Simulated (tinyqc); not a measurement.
From results back to parameters: configuration-coordinate model of carrier capture at a defect. Five cases, with inputs chosen for the exercise.

Problem. For two parabolas of equal curvature the ionisation peak lies at ET + ER, the emission barrier is (ER + ET)^2/(4 ER), and the standard deviation of the band at T = 0 is sqrt(ER hw). The values come from hidden ET, ER and hw.

Case 1.

ionisation peak = 0.6700 eV
emission barrier = 0.510114 eV
standard deviation at T = 0 = 0.086487 eV

Case 2.

ionisation peak = 0.4600 eV
emission barrier = 0.529000 eV
standard deviation at T = 0 = 0.052915 eV

Case 3.

ionisation peak = 1.4800 eV
emission barrier = 0.805294 eV
standard deviation at T = 0 = 0.180665 eV

Case 4.

ionisation peak = 1.0000 eV
emission barrier = 0.271739 eV
standard deviation at T = 0 = 0.095917 eV

Case 5.

ionisation peak = 1.2600 eV
emission barrier = 1.587600 eV
standard deviation at T = 0 = 0.119373 eV

Find: ET, ER, hw; capture barrier.

Solution. ER is the squared peak energy over four times the emission barrier; ET is the rest, hw = variance/ER, and the capture barrier is the emission barrier less ET.

Case 1.

ET, ER, hw (eV): 0.450  0.220  0.034

capture barrier = 0.060 eV

Case 2.

ET, ER, hw (eV): 0.360  0.100  0.028

capture barrier = 0.169 eV

Case 3.

ET, ER, hw (eV): 0.800  0.680  0.048

capture barrier = 0.005 eV

Case 4.

ET, ER, hw (eV): 0.080  0.920  0.010

capture barrier = 0.192 eV

Case 5.

ET, ER, hw (eV): 1.010  0.250  0.057

capture barrier = 0.578 eV

Computed by tinyqc, one run a case: `OMP_NUM_THREADS=1 python tinyqc.py N N+1 out.jsonl` with N = 1450049, 1450063, 1450090, 1450163, 1450176; one thread of a shared Intel(R) Xeon(R) Processor @ 2.30GHz, about 0.01 s a run at most.
